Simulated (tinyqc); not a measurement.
Geometry alone against geometry with stress: oxidation of curved silicon (wires and holes): cylindrical Deal-Grove kinetics with stress-retarded reaction. Computed by tinyqc, a small Python program. Command: `OMP_NUM_THREADS=1 python tinyqc.py 3020087 3020088 out.jsonl wireox walk`. One thread of a shared host (Intel(R) Xeon(R) Processor @ 2.30GHz), about 0.01 s of CPU time with the checks.

Silicon fills r < a and oxide a < r < b. One volume of silicon gives 2.25 volumes of oxide, and the length is fixed.

Inputs (values chosen for the exercise, close to those used for silicon in dry oxygen):

| quantity | value | unit |
|---|---|---|
| prefactor B0 | 819 | um^2/h |
| activation energy E_B | 1.24 | eV |
| prefactor (B/A)0 | 4.69e+06 | um/h |
| activation energy E_A | 1.99 | eV |
| starting silicon radius a0 | 42 | nm |
| starting oxide x_i | 1 | nm |
| viscosity prefactor eta0 | 1e-08 | Pa s |
| viscosity energy E_eta | 5.55 | eV |
| critical shear stress s_c | 93 | MPa |
| activation volume V_k | 5.3 | angstrom^3 |
| temperature T | 925 | C |
| time t | 0.45 | h |

Shape: wire (convex).

Constants: k_B = 8.617333262e-05 eV/K.

Method:
- B = B0 exp(-E_B/(k_B T)), B/A = (B/A)0 exp(-E_A/(k_B T)), eta = eta0 exp(E_eta/(k_B T)); 1 um = 1000 nm.
- Temperatures in kelvin are T(C) + 273.15.
- Geometry: b^2 = b0^2 + 1.25 (a0^2 - a^2), b0 = a0 + x_i.
- Rate of oxide made per interface area: q = 1/[1/k + 2 a |ln(b/a)|/B], and |da/dt| = q/2.25. Reaction k = (B/A) exp(-sigma V_k/(k_B T)). New oxide pushes the old with radial speed u = 1.25 |da/dt| at r = a; the shear stress at radius r is s_c asinh(z a^2/r^2), z = 2 eta u/(a s_c) (Eyring flow), and the compressive normal stress at the interface is sigma = |int_a^b 2 s/r dr| = s_c |F(z) - F(z a^2/b^2)|, F(y) = int_0^y asinh(w)/w dw. q and sigma are solved together. 1 MPa angstrom^3 = 6.241509e-6 eV.
- Integrate da/dt adaptively (tolerance 1e-8); a wire counts as consumed at a = 0.5 nm and a hole as closed at b = 0.5 nm. Planar reference: x^2 + A x = B t + x_i^2 + A x_i, A = B/(B/A).
- A dash marks a stress-free run that has consumed the wire or closed the hole.

B = 4982.78 nm^2/h

B/A = 19.9819 nm/h

low-stress viscosity eta = 2.21291e+15 Pa s

k_B T = 0.103249 eV

Oxide thickness (nm):

| t (h) | planar | curved, no stress | curved, with stress | a (nm) | sigma (MPa) |
|---|---|---|---|---|---|
| 0.0135 | 1.267 | 1.263 | 1.260 | 41.883 | 48.51 |
| 0.0450 | 1.889 | 1.873 | 1.858 | 41.612 | 71.33 |
| 0.0900 | 2.772 | 2.730 | 2.692 | 41.230 | 103.00 |
| 0.1800 | 4.519 | 4.402 | 4.299 | 40.483 | 163.40 |
| 0.3150 | 7.096 | 6.814 | 6.569 | 39.402 | 247.75 |
| 0.4500 | 9.624 | 9.121 | 8.697 | 38.362 | 326.04 |
| 0.6750 | 13.735 | 12.769 | 11.980 | 36.703 | 446.14 |
| 0.9000 | 17.727 | 16.205 | 14.992 | 35.125 | 556.44 |

What does the comparison show, and why?

At 0.9 h the thickness is 0.914 of the planar value from geometry alone and 0.846 with stress. On a wire the new oxide spreads over a larger circumference, which thins it, while the oxidant converges on a smaller interface. Stress takes 7 % off the stress-free value. Caution: elasticity of the oxide, stress-dependent diffusion and thin-oxide enhancement are left out.
